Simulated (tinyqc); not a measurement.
# Four-point probe, van der Pauw, Hall and spreading-resistance readings of a semiconductor layer, step by step

A worked calculation. Computed by tinyqc, a small Python program that keeps every step. Command: `OMP_NUM_THREADS=1 python tinyqc.py 3110284 3110285 out.jsonl probe walk`. One thread of a shared host (Intel(R) Xeon(R) Processor @ 2.30GHz), about 0.01 s of CPU time with the checks. Intermediate numbers are printed to about 6 digits and carried at full precision; extremes and crossings named in words are read from the listed rows.

The layer is uniform and ohmic; contacts are points unless a radius is given.

Inputs (values chosen for the exercise, modelled on n-type silicon): carrier density n = 1.4e+17 1/cm^3; drift mobility mu = 645 cm^2/(V s); layer thickness t = 1100 micrometre; probe spacing s = 1.588 mm; current I = 0.02 mA; side ratio a/b of the van der Pauw rectangle = 1.1; magnetic field B = 1.1 T; Hall factor r_H = 1.2; wafer diameter over spacing D/s = 120.

Backing of the layer: insulating.

Constants: e = 1.602176634e-19 C.

## Resistivity and sheet resistance

rho = 1/(e n mu); R_s = rho/t.

resistivity rho = 0.0691197 ohm cm

sheet resistance R_s = 0.628361 ohm/square

## Four-point voltage

Collinear probes with equal spacing on a layer with insulating backing: images at depth 2 m t give V = (rho I/(2 pi s)) G, G = 1 + 4 sum_(m>=1) [1/sqrt(1 + (2 m u)^2) - 1/sqrt(4 + (2 m u)^2)], u = t/s; the sum runs to m = 20000, with the tail 3/(32 u^3 M^2) added to the sum for M = 20000. Limits: thick, rho = 2 pi s V/I; thin on an insulator, rho = (pi/ln 2) t V/I.

t/s = 0.692695

G = 2.03685

voltage V = 0.00282202 mV

rho by the thick formula = 0.140786 ohm cm

rho by the thin formula = 0.0703473 ohm cm

The thick formula is off by +103.7 % and the thin one by +1.8 %.

## Thickness correction

The last two columns give rho(formula)/rho for rho = 2 pi s V/I and rho = (pi/ln 2) t V/I.

Correction against t/s:
```
t/s        G  thick formula  thin formula
0.1  13.8629        13.8629       1.00000
0.2   6.9315         6.9315       1.00000
0.3   4.6211         4.6211       1.00003
0.5   2.7799         2.7799       1.00264
0.7   2.0175         2.0175       1.01871
1.0   1.5045         1.5045       1.08524
1.5   1.1973         1.1973       1.29547
2.0   1.0939         1.0939       1.57814
3.0   1.0306         1.0306       2.23037
5.0   1.0070         1.0070       3.63194
```

The thin formula holds to 1 % up to t/s = 0.5 and the thick one holds to 1 % from t/s = 5.

## Finite wafer

For a thin circular wafer probed at its centre, R_s = C V/I with C = pi/(ln 2 + ln[((D/s)^2 + 3)/((D/s)^2 - 3)]).

factor C = 4.52964

error if pi/ln 2 is used = 0.0601123 %

## The two van der Pauw resistances

Thin rectangle with point contacts at the corners; for R_B current and voltage contacts lie along the two sides of length a, for R_A along those of length b: exp(-pi R_A/R_s) = (theta_4/theta_3)^4, exp(-pi R_B/R_s) = (theta_2/theta_3)^4 with q = exp(-pi a/b), theta_2 = 2 sum_(m>=0) q^((m + 1/2)^2), theta_3 = 1 + 2 sum_(m>=1) q^(m^2), theta_4 = 1 + 2 sum_(m>=1) (-1)^m q^(m^2).

R_A = 0.101145 ohm

R_B = 0.184822 ohm

ratio R_B/R_A = 1.82730

## Solving the van der Pauw equation

Solve exp(-pi z R_A) + exp(-pi z R_B) = 1 for z = 1/R_s by seven Newton steps from z = 2 ln 2/(pi (R_A + R_B)); f = R_s 2 ln 2/(pi (R_A + R_B)).

Steps:
```
step  1/z (ohm)  left side less 1
0      0.648051       2.06393e-02
1      0.628573       2.26232e-04
2      0.628361       2.79576e-08
3      0.628361                 0
4      0.628361                 0
5      0.628361                 0
6      0.628361                 0
```

R_s found = 0.628361 ohm/square

correction f = 0.969616

Averaging R_A and R_B without f would overstate R_s by 3.1 %.

## Hall reading

V_H = r_H I B/(e n t); apparent density n/r_H; Hall mobility r_H mu; Hall angle tan = r_H mu B (SI).

Hall voltage = 0.00106997 mV

apparent density = 1.16667e+17 1/cm^3

Hall mobility = 774 cm^2/(V s)

tangent of the Hall angle = 0.08514

Checks made by the program: thin limit of G, 2 ln 2/u at u = 0.02 (relative difference below 1e-10); R_s recovered (relative difference below 1e-10).
